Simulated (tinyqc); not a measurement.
Input admittance of a MOSFET at zero drain bias: distributed channel and distributed gate: one step of the calculation.

Source and drain grounded, strong inversion, w = 2 pi f, Cox = eps0 eox/tox. The channel is an RC line of resistance 1/(mu Cox Vo) per square fed from both ends, so one finger has the intrinsic admittance y = i w Cox L tanh(g)/g per width, g = (1/2) sqrt(i w tau), tau = L^2/(mu Vo). The vertical resistance rv/L is in series with y, the overlaps 2 i w Cov in parallel: y_t = 1/(1/y + rv/L) + 2 i w Cov. The gate strip is a line of Rsh/L per length loaded by y_t, so a finger has Y = y_t Wf tanh(k)/k, k = (Wf/sd) sqrt(y_t Rsh/L); the device has Nf Y.

Question. Admittance of the channel and stack per width. tau, g, c = Cox L, y and y_t as defined.

Parameters, values chosen for the exercise; values of the order met in silicon radio-frequency transistors: relative permittivity of the gate insulator (close to silicon nitride) eox = 7.71; insulator thickness tox = 5.3 nm; channel length L = 1.8 um; channel mobility mu = 390 cm^2/(V s); gate overdrive Vo = 0.71 V; vertical resistivity of the gate stack rv = 1.8 ohm um^2; overlap and fringe capacitance on each side Cov = 0.21 fF/um; frequency f = 9.6 GHz.

Constants: eps0 = 8.8541878128e-14 F/cm where lengths are in cm. Results are converted to the units shown.

Find: tau; g; c; y; y_t.

Answer.

tau = 117.01 ps
g = 0.93927+0.93927i
c = 23.185 fF/um
y = 548.2+1014.1i uS/um
y_t = 548.9+1038.3i uS/um

w tau = 7.06, and Im y is 0.725 of w c.

Program tinyqc, `OMP_NUM_THREADS=1 python tinyqc.py 2262145 2262146 out.jsonl`; Intel Xeon 2.30GHz, shared host, one thread, about 0.01 s.
